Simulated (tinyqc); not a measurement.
Peierls distortion of a half-filled chain: sweeps and comparisons. A value that a table varies takes the place of the one given here.

Atoms move by +/- u, so bonds change by -/+ 2u and hoppings are t +/- 2 al u. Bands E = -/+ sqrt((2 t cos x)^2 + D^2 sin^2 x) with D = 4 al u, x = k a in (0, pi/2); the gap is 2D. Energy per atom at zero temperature: E(u) = -mean_x sqrt(...) + 2 K u^2; exactly, the mean is (4t/pi) E(1 - z^2), z = D/2t, E the complete elliptic integral of the second kind with parameter m. Coupling lambda = 2 al^2/(pi t K).

Constants: kB = 8.617333262e-05 eV/K.

Parameters, chosen for this exercise: t = 1.95 eV (hopping of the even chain); al = 3.8 eV/angstrom (change of hopping with bond length); K = 15.8 eV/angstrom^2 (spring constant of a bond).

## Energy against distortion

Exact means; both parts are counted from u = 0.

Energies per atom:

| u (angstrom) | gap (eV) | electrons (meV) | springs (meV) | total (meV) |
|---|---|---|---|---|
| 0.0078 | 0.237 | -5.03 | 1.92 | -3.10 |
| 0.0194 | 0.590 | -24.66 | 11.89 | -12.77 |
| 0.0388 | 1.180 | -79.33 | 47.57 | -31.75 |
| 0.0582 | 1.769 | -153.64 | 107.04 | -46.60 |
| 0.0776 | 2.359 | -242.60 | 190.29 | -52.31 |
| 0.0970 | 2.949 | -343.06 | 297.32 | -45.74 |
| 0.1164 | 3.539 | -452.84 | 428.15 | -24.69 |
| 0.1358 | 4.128 | -570.33 | 582.76 | 12.43 |
| 0.1707 | 5.189 | -797.38 | 920.78 | 123.39 |

What does this show, and why?

The ratio of electronic gain to elastic cost is 2.61 in the first row and 0.87 in the last: the gain goes as u^2 ln(1/u), so it wins at small u for any K. The total is lowest at u = 0.0776 angstrom and turns positive between 0.1164 and 0.1358.

## A coarse mesh hides or distorts the instability

u0 from the gap equation K = 4 al^2 mean(sin^2 x/|E|) on the mesh x_j = (j + 1/2) pi/(2N); 0 where it has no root.

Results:

| N | u0 (angstrom) | gap (eV) | smallest \|E\| at u = 0 (eV) |
|---|---|---|---|
| 1 | 0.0000 | 0.000 | 2.758 |
| 2 | 0.0557 | 1.692 | 1.492 |
| 3 | 0.0741 | 2.252 | 1.009 |
| 4 | 0.0768 | 2.335 | 0.761 |
| 6 | 0.0775 | 2.357 | 0.509 |
| 8 | 0.0776 | 2.359 | 0.382 |
| 12 | 0.0776 | 2.359 | 0.255 |
| 20 | 0.0776 | 2.359 | 0.153 |
| 40 | 0.0776 | 2.359 | 0.077 |
| 4000 | 0.0776 | 2.359 | 0.001 |

What does this show, and why?

For N = 1 no distortion is found: the mesh leaves its own gap at u = 0, which cuts off the logarithm. u0 is within 1 % of the last row from N = 6 on; the mesh must resolve D = 1.179 eV, and the coherence length xi/a = 2t/D is 3.3.

## Closing of the gap with temperature

The gap equation gains the factor tanh(|E|/2kT); 4000 points; Tp is where its root reaches zero.

Results:

| T/Tp | T (K) | u (angstrom) | u/u0 |
|---|---|---|---|
| 0.20 | 1445 | 0.0776 | 1.000 |
| 0.40 | 2890 | 0.0766 | 0.988 |
| 0.60 | 4335 | 0.0710 | 0.915 |
| 0.70 | 5058 | 0.0651 | 0.840 |
| 0.80 | 5780 | 0.0561 | 0.723 |
| 0.90 | 6503 | 0.0417 | 0.537 |
| 0.95 | 6864 | 0.0302 | 0.389 |
| 0.99 | 7153 | 0.0137 | 0.177 |

Tp = 7225 K

How do the results move?

D(0)/(kB Tp) = 1.894, against 1.764 at weak coupling. u/u0 is 0.915 at 0.6 Tp and 0.537 at 0.9 Tp, and near Tp it goes as sqrt(1 - T/Tp): 2.20 between the last two rows against sqrt(5) = 2.24. In a single chain fluctuations forbid this transition; coupling between chains sets the real one, far lower.

## What moves the distortion

Exact means. Each row changes one parameter from the base and keeps the others.

Results:

| case | lambda | u0 (angstrom) | gap (eV) | E(u0) - E(0) (meV) |
|---|---|---|---|---|
| base | 0.2984 | 0.0776 | 2.359 | -52.31 |
| t = 2.047 eV | 0.2842 | 0.0741 | 2.252 | -45.87 |
| al = 3.99 eV/angstrom | 0.3290 | 0.0887 | 2.830 | -73.63 |
| K = 16.59 eV/angstrom^2 | 0.2842 | 0.0705 | 2.144 | -43.66 |

What can be read from the table?

The largest shifts from the base row, up to three for each result and ties (the steps differ in size, so this ranks the rows, not the parameters). lambda: al +0.0306, K -0.0142, t -0.0141. u0 (angstrom): al +0.0111, K -0.0071, t -0.0035. gap (eV): al +0.471, K -0.215, t -0.107. E(u0) - E(0) (meV): al -21.31, K +8.66, t +6.44.

Program tinyqc; command `OMP_NUM_THREADS=1 python tinyqc.py 1651374 1651375 out.jsonl`; about 0.07 s on one thread of a shared Intel(R) Xeon(R) Processor @ 2.30GHz.
